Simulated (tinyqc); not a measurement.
CIS and TDHF on RHF in the sto-6g basis, for Li+, spin multiplicity 1, step by step. One step of it, computed by the program tinyqc.

Task: CIS matrix, triplets. A(ia,jb) = (e_a - e_i) d_ij d_ab - (ij|ab).

orbital energies (hartree): MO1 -2.776764, MO2 -0.178551, MO3 -0.095909, MO4 -0.095909, MO5 -0.095909

Two-electron integrals over orbitals (pq|rs), unique and non-zero (hartree):
```
(11|11) 1.667805    (21|11) -0.182217   (21|21) 0.031344    (22|11) 0.404780
(22|21) -0.009899   (22|22) 0.283189    (31|31) 0.009946    (32|31) 0.013403
(32|32) 0.060943    (33|11) 0.397011    (33|21) -0.005643   (33|22) 0.286209
(33|33) 0.313125    (41|41) 0.009946    (42|41) 0.013403    (42|42) 0.060943
(43|43) 0.016875    (44|11) 0.397011    (44|21) -0.005643   (44|22) 0.286209
(44|33) 0.279374    (44|44) 0.313125    (51|51) 0.009946    (52|51) 0.013403
(52|52) 0.060943    (53|53) 0.016875    (54|54) 0.016875    (55|11) 0.397011
(55|21) -0.005643   (55|22) 0.286209    (55|33) 0.279374    (55|44) 0.279374
(55|55) 0.313125
```

Give: CIS matrix A, triplet.

Result:

CIS matrix A, triplet (hartree):
```
        1>2     1>3     1>4     1>5
1>2  2.1934  0.0000  0.0000  0.0000
1>3  0.0000  2.2838  0.0000  0.0000
1>4  0.0000  0.0000  2.2838  0.0000
1>5  0.0000  0.0000  0.0000  2.2838
```
